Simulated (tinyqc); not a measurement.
Band edges of strained Si(1-x)Ge(x) on relaxed Si(1-y)Ge(y), step by step. Values are carried at full precision from step to step, so a last printed digit may differ when a step is redone from the rounded ones.

Values are linear in the Ge fraction but for ED(x) = linear - CD x (1 - x) and a(x) = linear - Ca x (1 - x). Energies are on the common scale of Ev.

Values chosen for the exercise (end members near Si and Ge, in this order; the results hold for these values, not for the real material): a = (5.431, 5.664) angstrom (lattice constant); Dso = (0.044, 0.288) eV (spin-orbit splitting); av = (2.46, 1.25) eV (valence hydrostatic potential); b = (-2.08, -2.52) eV (tetragonal shear potential); d = (-4.76, -5.37) eV (trigonal shear potential); C11 = (164.5, 129.1) GPa; C12 = (64.6, 47.6) GPa; C44 = (79.1, 67.6) GPa; Ev = (0, 0.64) eV (top of the unstrained valence band); ED = (1.151, 0.924) eV (gap to the Delta valleys); EL = (2.047, 0.747) eV (gap to the L valleys); aD = (1.78, 1.28) eV (hydrostatic potential of the Delta gap); aL = (-3.29, -3.04) eV (hydrostatic potential of the L gap); XuD = (8.86, 9.16) eV (uniaxial potential, Delta); XuL = (16.74, 14.79) eV (uniaxial potential, L); CD = 0.216 eV (bowing of the Delta gap); Ca = 0.026 angstrom (bowing of the lattice constant); x = 0 (Ge fraction of the layer); y = 0.26 (Ge fraction of the relaxed buffer); face = 001 (growth face).

## Values of the layer and the buffer

Interpolate at x and at y.

Interpolated values (a in angstrom, C11, C12, C44 in GPa, all else in eV):
```
symbol     layer    buffer
a         5.4310    5.4866
Dso       0.0440    0.1074
av        2.4600    2.1454
b        -2.0800   -2.1944
d        -4.7600   -4.9186
C11     164.5000  155.2960
C12      64.6000   60.1800
C44      79.1000   76.1100
Ev        0.0000    0.1664
ED        1.1510    1.0504
EL        2.0470    1.7090
aD        1.7800    1.6500
aL       -3.2900   -3.2250
XuD       8.8600    8.9380
XuL      16.7400   16.2330
```

## Strain of the layer on a (001) buffer

Coherent growth on a (001) face: e_par = (a(y) - a(x))/a(x), e_perp = -2 (C12/C11) e_par; exx = eyy = e_par, ezz = e_perp, no shear.

Use the elastic constants of the layer.

e_par = 0.010233
e_perp = -0.008037

strain tensor in the cubic axes:
```
          x         y          z
x  0.010233  0.000000   0.000000
y  0.000000  0.010233   0.000000
z  0.000000  0.000000  -0.008037
```

The layer is under tension in the plane; its volume changes by +1.243 %.

## Conduction valleys of the layer

A valley with unit axis u lies at Ev + gap + (av + a_valley) tr(e) + Xu (u.e.u - tr(e)/3); the Delta axes are x, y, z and the L axes [111], [1-1-1], [-11-1], [-1-11]. The second-order shift of the Delta valleys under shear is left out; it lowers the pair normal to the sheared plane by tens of meV at a shear of 1 %.

Give the hydrostatic shifts, the uniaxial shifts and the edges.

hydrostatic shifts of Delta and L (eV): 0.0527  -0.0103

uniaxial shifts (eV): Delta x 0.0540, Delta y 0.0540, Delta z -0.1079, L [111] 0.0000, L [1-1-1] 0.0000, L [-11-1] 0.0000, L [-1-11] 0.0000

valley edges (eV): Delta x 1.2577, Delta y 1.2577, Delta z 1.0958, L [111] 2.0367, L [1-1-1] 2.0367, L [-11-1] 2.0367, L [-1-11] 2.0367

The lowest set is Delta2 (the digit counts whole valleys) at 1.0958 eV; the Delta valleys spread over 162 meV and the L valleys over 0 meV.

## Valence edges of the layer

Valence edges: Ev plus the levels of the 6 x 6 matrix of X, Y, Z times spin with -Dso/3 + l exx + m (eyy + ezz) on the diagonal (cyclic), n exy off it, l = av + 2 b, m = av - b, n = sqrt(3) d. Spin-orbit term (Dso/3) L.sigma on X, Y, Z with (L_k)_ij = -i epsilon_kij: <X+|H|Y+> = -i Dso/3, <X+|H|Z-> = Dso/3, <Y+|H|Z-> = -i Dso/3, <Z+|H|X-> = -Dso/3, <Z+|H|Y-> = i Dso/3, <X-|H|Y-> = i Dso/3, and their conjugates; + and - are the spin along z.

Give the strain block and the three twofold edges.

strain block (eV):
```
         X        Y       Z
X  -0.0074        0       0
Y        0  -0.0074       0
Z        0        0  0.1066
```

edges from the top (eV): 0.0952  -0.0074  -0.0400

The top two edges are split by 103 meV.

## Gap and offsets against the buffer

Buffer: Ev(y) and Ec = Ev(y) + min(ED, EL). dEc = Ec(buffer) - Ec(layer), dEv = Ev(layer) - Ev(buffer); positive values confine the carrier in the layer; type I if both have one sign.

gap of the strained layer = 1.0006 eV
gap of the buffer = 1.0504 eV
dEc = 0.1210 eV
dEv = -0.0712 eV

Type II: electrons collect in the layer (121 meV) and holes in the buffer (71 meV). The relaxed layer would have a gap of 1.151 eV, so strain has moved it by -150 meV.

## Checks

- Mean of the three Delta edges against the hydrostatic shift alone (eV): both 1.20370.

tinyqc: `OMP_NUM_THREADS=1 python tinyqc.py 1051569 1051570 out.jsonl`; about 0.01 s, one thread, shared Intel(R) Xeon(R) Processor @ 2.30GHz.
